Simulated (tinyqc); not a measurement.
CID on RHF in the 6-31g basis, for H2, spin multiplicity 1, step by step. Computed by tinyqc, a small Python program that keeps every step (integrals from PySCF). Settings: charge = 0, multiplicity = 1, basis = 6-31g, method = RHF, energy threshold = 1e-10, iteration cap = 88, orthogonalisation = canonical, start = core, DIIS depth = 6, ci = CID. Command: `OMP_NUM_THREADS=1 python tinyqc.py 30249 30250 out.jsonl` (the two numbers bound the seeds that draw the settings). One thread of a shared host (Intel(R) Xeon(R) Processor @ 2.60GHz), about 0.07 s of CPU time with the checks. The early iterations of the SCF are left out here.

## One-electron integrals

Geometry (angstrom):
```
atom         x         y         z
H     0.000000  0.000000  0.000000
H     0.000000  0.000000  1.027000
```

Basis 6-31g: exponents (1/bohr^2) and contraction coefficients of normalised primitives:
```
element  l (shell)   exponent  coefficient
H            s (1)  18.731137     0.033495
H            s (1)   2.825394     0.234727
H            s (1)   0.640122     0.813757
H            s (2)   0.161278     1.000000
```

Overlap, kinetic and nuclear-attraction integrals over the contracted functions; the nuclear repulsion is the sum of Za Zb / Rab.

nuclear repulsion = 0.51526505 hartree

overlap S, order 1H 1s, 1H 2s, 2H 1s, 2H 2s:
```
[[1.000000, 0.658292, 0.236342, 0.401288],
 [0.658292, 1.000000, 0.401288, 0.738062],
 [0.236342, 0.401288, 1.000000, 0.658292],
 [0.401288, 0.738062, 0.658292, 1.000000]]
```

kinetic energy T (hartree), order 1H 1s, 1H 2s, 2H 1s, 2H 2s:
```
[[1.395678, 0.259735, 0.015504, 0.105795],
 [0.259735, 0.241917, 0.105795, 0.142396],
 [0.015504, 0.105795, 1.395678, 0.259735],
 [0.105795, 0.142396, 0.259735, 0.241917]]
```

nuclear attraction V (hartree), order 1H 1s, 1H 2s, 2H 1s, 2H 2s:
```
[[-2.167848, -1.077288, -0.456142, -0.676718],
 [-1.077288, -1.094776, -0.676718, -0.858335],
 [-0.456142, -0.676718, -2.167848, -1.077288],
 [-0.676718, -0.858335, -1.077288, -1.094776]]
```

core Hamiltonian H = T + V (hartree), order 1H 1s, 1H 2s, 2H 1s, 2H 2s:
```
[[-0.772169, -0.817553, -0.440638, -0.570923],
 [-0.817553, -0.852859, -0.570923, -0.715939],
 [-0.440638, -0.570923, -0.772169, -0.817553],
 [-0.570923, -0.715939, -0.817553, -0.852859]]
```

## Two-electron integrals

Functions are numbered as in S; the eight-fold symmetry (ij|kl) = (ji|kl) = (kl|ij) leaves the list below.

Two-electron integrals (ij|kl) in chemists' order, unique and non-zero (hartree):
```
(11|11) 1.076566   (21|11) 0.578470   (21|21) 0.329423   (22|11) 0.587396
(22|21) 0.361304   (22|22) 0.453150   (31|11) 0.189556   (31|21) 0.110772
(31|22) 0.125868   (31|31) 0.051884   (32|11) 0.229642   (32|21) 0.143346
(32|22) 0.183024   (32|31) 0.073336   (32|32) 0.121313   (33|11) 0.507258
(33|21) 0.325626   (33|22) 0.436123   (33|31) 0.189556   (33|32) 0.342749
(33|33) 1.076566   (41|11) 0.342749   (41|21) 0.196468   (41|22) 0.217728
(41|31) 0.073336   (41|32) 0.097719   (41|33) 0.229642   (41|41) 0.121313
(42|11) 0.399211   (42|21) 0.248043   (42|22) 0.318267   (42|31) 0.100423
(42|32) 0.157470   (42|33) 0.399211   (42|41) 0.157470   (42|42) 0.246847
(43|11) 0.325626   (43|21) 0.207528   (43|22) 0.277303   (43|31) 0.110772
(43|32) 0.196468   (43|33) 0.578470   (43|41) 0.143346   (43|42) 0.248043
(43|43) 0.329423   (44|11) 0.436123   (44|21) 0.277303   (44|22) 0.375957
(44|31) 0.125868   (44|32) 0.217728   (44|33) 0.587396   (44|41) 0.183024
(44|42) 0.318267   (44|43) 0.361304   (44|44) 0.453150
```

## Orthogonalisation

S = U s U^T; canonical form X = U s^(-1/2), so that X^T S X = 1. Each column of U has its largest component positive (the first on a tie).

eigenvalues of S: [0.153657, 0.398331, 0.871938, 2.576073]

X, order 1H 1s, 1H 2s, 2H 1s, 2H 2s:
```
[[-0.700385, 0.878756, 0.697847, 0.273292],
 [1.662366, -0.694999, 0.294015, 0.345550],
 [0.700385, 0.878756, -0.697847, 0.273292],
 [-1.662366, -0.694999, -0.294015, 0.345550]]
```

## Iteration 9 (converged): orbitals

converged F (hartree), order 1H 1s, 1H 2s, 2H 1s, 2H 2s:
```
[[0.094586, -0.423936, -0.403345, -0.411126],
 [-0.423936, -0.309508, -0.411126, -0.359340],
 [-0.403345, -0.411126, 0.094586, -0.423936],
 [-0.411126, -0.359340, -0.423936, -0.309508]]
```

Diagonalise F' = X^T F X, C = X C', fill 1 alpha and 1 beta electrons from the bottom; D = 2 C_occ C_occ^T. Each column has its largest component positive (the first on a tie).

F' = X^T F X (hartree):
```
[[0.823588, 0.000000, -0.462472, 0.000000],
 [0.000000, 0.917012, 0.000000, -0.016964],
 [-0.462472, 0.000000, 0.483077, 0.000000],
 [0.000000, -0.016964, 0.000000, -0.521290]]
```

orbital energies (hartree): [-0.521490, 0.160517, 0.917212, 1.146149]

coefficients C, order 1H 1s, 1H 2s, 2H 1s, 2H 2s:
```
[[0.283636, 0.171710, 0.875472, -0.973676],
 [0.337331, 1.192141, -0.699026, 1.195285],
 [0.283636, -0.171710, 0.875472, 0.973676],
 [0.337331, -1.192141, -0.699026, -1.195285]]
```

D after iteration 9, order 1H 1s, 1H 2s, 2H 1s, 2H 2s:
```
[[0.160899, 0.191358, 0.160899, 0.191358],
 [0.191358, 0.227584, 0.191358, 0.227584],
 [0.160899, 0.191358, 0.160899, 0.191358],
 [0.191358, 0.227584, 0.191358, 0.227584]]
```

## Convergence

Stop when the energy changes by less than 1e-10 hartree and every element of the error matrix X^T (F D S - S D F) X is below 3e-06.

Course of the cycle:
```
iteration  E (hartree)     change  largest element of the error matrix
1          -1.05579720          -                             2.84e-01
2          -1.08895684  -3.32e-02                             4.50e-02
3          -1.08979046  -8.34e-04                             1.12e-04
4          -1.08979046  -4.28e-09                             4.55e-05
5          -1.08979046  -5.16e-10                             2.86e-05
6          -1.08979046  -1.57e-10                             2.08e-05
7          -1.08979046  -6.79e-11                             1.64e-05
8          -1.08979046  -1.10e-10                             1.29e-08
9          -1.08979046  -6.66e-16                             1.07e-11
```

PySCF RHF in the same basis = -1.08979046 hartree

Converged in 9 iterations.

## Integrals over molecular orbitals

(pq|rs) = sum C_ip C_jq C_kr C_ls (ij|kl), one index at a time.

one-electron integrals over orbitals h = C^T H C (hartree):
```
[[-1.083565, 0.000000, -0.131980, 0.000000],
 [0.000000, -0.610674, 0.000000, 0.191967],
 [-0.131980, 0.000000, 0.006604, 0.000000],
 [0.000000, 0.191967, 0.000000, 0.128281]]
```

Two-electron integrals over orbitals (pq|rs), unique and non-zero (hartree):
```
(11|11) 0.562075    (21|21) 0.109093    (22|11) 0.440142    (22|22) 0.401700
(31|11) 0.131980    (31|22) 0.068982    (31|31) 0.093059    (32|21) 0.011900
(32|32) 0.037906    (33|11) 0.501833    (33|22) 0.403292    (33|31) 0.118244
(33|33) 0.473142    (41|21) -0.080323   (41|32) -0.050013   (41|41) 0.108632
(42|11) -0.136145   (42|22) -0.073101   (42|31) -0.080915   (42|33) -0.119180
(42|42) 0.082606    (43|21) -0.121445   (43|32) -0.039646   (43|41) 0.124737
(43|43) 0.175035    (44|11) 0.563250    (44|22) 0.447782    (44|31) 0.168019
(44|33) 0.529458    (44|42) -0.161453   (44|44) 0.623487
```

## CID: determinants and Hamiltonian

Hartree-Fock energy = -1.08979046 hartree

Slater-Condon rules over spin orbitals, with the nuclear repulsion added and E(HF) subtracted on the diagonal.

Occupation strings over the orbitals (2 doubly, a alpha, b beta, 0 empty; spin orbitals ordered 1a 1b 2a 2b ...): 2000 0200 0ab0 0a0b 0ba0 0020 00ab 0b0a 00ba 0002

H - E(HF) between determinants (hartree), order 2000, 0200, 0ab0, 0a0b, 0ba0, 0020, 00ab, 0b0a, 00ba, 0002:
```
[[0.000000, 0.109093, 0.000000, -0.080323, 0.000000, 0.093059, 0.000000, 0.080323, 0.000000, 0.108632],
 [0.109093, 0.785406, 0.000000, 0.118866, 0.000000, 0.037906, 0.000000, -0.118866, 0.000000, 0.082606],
 [0.000000, 0.000000, 1.404277, 0.000000, -0.037906, 0.000000, -0.039646, 0.000000, -0.072787, 0.000000],
 [-0.080323, 0.118866, 0.000000, 1.570444, 0.000000, -0.039646, 0.000000, -0.082606, 0.000000, 0.030514],
 [0.000000, 0.000000, -0.037906, 0.000000, 1.404277, 0.000000, -0.072787, 0.000000, -0.039646, 0.000000],
 [0.093059, 0.037906, 0.000000, -0.039646, 0.000000, 2.091406, 0.000000, 0.039646, 0.000000, 0.175035],
 [0.000000, 0.000000, -0.039646, 0.000000, -0.072787, 0.000000, 2.269399, 0.000000, -0.175035, 0.000000],
 [0.080323, -0.118866, 0.000000, -0.082606, 0.000000, 0.039646, 0.000000, 1.570444, 0.000000, -0.030514],
 [0.000000, 0.000000, -0.072787, 0.000000, -0.039646, 0.000000, -0.175035, 0.000000, 2.269399, 0.000000],
 [0.108632, 0.082606, 0.000000, 0.030514, 0.000000, 0.175035, 0.000000, -0.030514, 0.000000, 2.485104]]
```

## CID: roots

Diagonalise (each vector has its largest component positive (the first on a tie)); all determinants have Ms = 0, so triplets appear too. The lowest singlet root is the correlation energy.

lowest roots of this matrix, relative to E(HF) (hartree): [-0.032458, 0.768126, 1.349403, 1.441088, 1.487838, 1.675283, 2.039429, 2.111333]

lowest vectors, order 2000, 0200, 0ab0, 0a0b, 0ba0, 0020, 00ab, 0b0a, 00ba, 0002:
```
[[0.985192, 0.151050, 0.000000, 0.000000],
 [-0.142577, 0.972595, 0.000000, 0.000000],
 [0.000000, 0.000000, 0.699189, 0.706721],
 [0.056835, -0.117023, 0.000000, 0.000000],
 [0.000000, 0.000000, 0.699189, -0.706721],
 [-0.035472, -0.039119, 0.000000, 0.000000],
 [0.000000, 0.000000, 0.105524, -0.023343],
 [-0.056835, 0.117023, 0.000000, 0.000000],
 [0.000000, 0.000000, 0.105524, 0.023343],
 [-0.036744, -0.048202, 0.000000, 0.000000]]
```

<S^2> of these roots: [0.000000, 0.000000, 2.000000, 0.000000, 2.000000, 0.000000, 0.000000, 2.000000]

weight of the ground state by excitation level 0, 1, 2, ...: [0.970603, 0.000000, 0.029397]
